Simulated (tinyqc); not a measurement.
From results back to parameters: six-band Luttinger-Kohn model with strain. Two cases, with inputs chosen for the exercise.

Problem. A layer on a (001) face has exx = eyy = e_par and ezz = -2 (C12/C11) e_par. Its valence edges are E(HH) = -P - Q and E(LH), E(SO) = -P + (Q - Dso +/- sqrt(Dso^2 + 2 Dso Q + 9 Q^2))/2 with P = -av tr(e), Q = -(b/2)(exx + eyy - 2 ezz), counted from the unstrained top.

Find: ezz; P; Q; av; b.

Method. The three edges add up to -3 P - Dso, which gives P; E(HH) then gives Q; av = -P/tr(e) and b = -Q/(e_par - ezz).

Case 1.

Values chosen (near those of Si; shifted at random, so the results belong to these values and not to a real crystal): Dso = 0.042 eV (spin-orbit splitting); C11 = 162.5 GPa; C12 = 62.9 GPa; e_par = 0.0166 (in-plane strain of a (001) layer).

E(HH), E(LH), E(SO) (eV): -0.0094375  0.1649242  -0.0393746

Solution.

ezz = -0.012851
P = -0.05270 eV
Q = 0.06214 eV
av = 2.59 eV
b = -2.11 eV

Case 2.

Values chosen (near those of InSb; shifted at random, so the results belong to these values and not to a real crystal): Dso = 0.808 eV (spin-orbit splitting); C11 = 70.4 GPa; C12 = 37.6 GPa; e_par = 0.0176 (in-plane strain of a (001) layer).

E(HH), E(LH), E(SO) (eV): -0.0656040  0.0885122  -0.8136882

Solution.

ezz = -0.018800
P = -0.00574 eV
Q = 0.07134 eV
av = 0.35 eV
b = -1.96 eV

Computed by tinyqc, one run a case: `OMP_NUM_THREADS=1 python tinyqc.py N N+1 out.jsonl` with N = 1080872, 1080876; one thread of a shared Intel(R) Xeon(R) Processor @ 2.30GHz, about 0.1 s a run at most.
